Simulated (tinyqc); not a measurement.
Delay unit and parasitic delay from two ring oscillators.

Question. A ring of 31 inverters oscillates at 1/(2 x 31 d), with stage delay d = tau (h + p) for fan-out h. Find tau, p and the delay at fan-out 4.

frequencies of 31-stage ring oscillators with fan-out 1 and 6 (GHz): 1.5379438  0.36214580

Solution. d is a straight line in h with slope tau and intercept tau p.

tau = 6.81 ps
p = 0.540
delay at fan-out 4 = 30.9 ps

tinyqc, about 0.01 s, one thread, Intel Xeon 2.30GHz (shared host): `OMP_NUM_THREADS=1 python tinyqc.py 2082090 2082091 out.jsonl`
